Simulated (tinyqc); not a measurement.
Classical nucleation, growth and JMAK kinetics of crystallisation from a melt or glass: one step, computed by the program tinyqc.

A spherical nucleus cap on a flat wall with a sharp interface of isotropic energy gamma; lambda = Omega^(1/3) is the jump distance.

Task: Fraction transformed and grain size. JMAK with steady nucleation and growth, nuclei spread at random: extended fraction X_e = (pi/3) I u^3 t^4, X = 1 - exp(-X_e); t_X = [-3 ln(1 - X)/(pi I u^3)]^(1/4); final grains per volume = Gamma(5/4) (3/pi)^(1/4) (I/u)^(3/4), Gamma(5/4) = 0.9064024771. Grain size = (grains per volume)^(-1/3).

Inputs (values chosen for the exercise, for a model substance): temperature T = 919 K; wall area per volume S_v = 1.6e+06 1/m; time t = 510 s.

Nucleation: on a flat wall. Driving force: Thompson-Spaepen.

nucleation rate I = 1.015790e+17 1/(m^3 s)

growth velocity u = 4.114092e-10 m/s

Give: extended fraction; fraction X at t; half time t_0.5; grains per volume; grain size.

Result:

extended fraction = 0.5011

fraction X at t = 0.3941

half time t_0.5 = 553.1 s

grains per volume = 5.581e+19 1/m^3

grain size = 0.2617 micrometre

t is 0.92 half times: the change is under way. Caution: grains come out smaller than the spacing of the walls, so nuclei are not spread at random as JMAK assumes.
